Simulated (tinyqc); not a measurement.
## Permittivity and interface capacitance from two thicknesses

Inverse problem. 1/C = t/(eps0 ek) + 2/ci for planar capacitors that differ only in thickness. Find ek, ci and the EOT of the interfaces, 2 x 3.9 eps0/ci.

Constants: eps0 = 8.8541878128e-14 F/cm where lengths are in cm. Results are converted to the units shown.

C at t = 7.2 and 22 nm (uF/cm^2): 0.82993000  0.27191709

Solution. 1/C is a straight line in t: the slope gives ek and the intercept 2/ci. A single thickness would give only the effective permittivity; when the interfaces are a small part of 1/C, ci needs very accurate data.

ek = 6.76
ci = 1.00e3 uF/cm^2
EOT of the interfaces = 0.00691 nm

Computed by the program tinyqc: `OMP_NUM_THREADS=1 python tinyqc.py 2102026 2102027 out.jsonl`, one thread of a shared Intel Xeon 2.30GHz, about 0.01 s for the whole run.
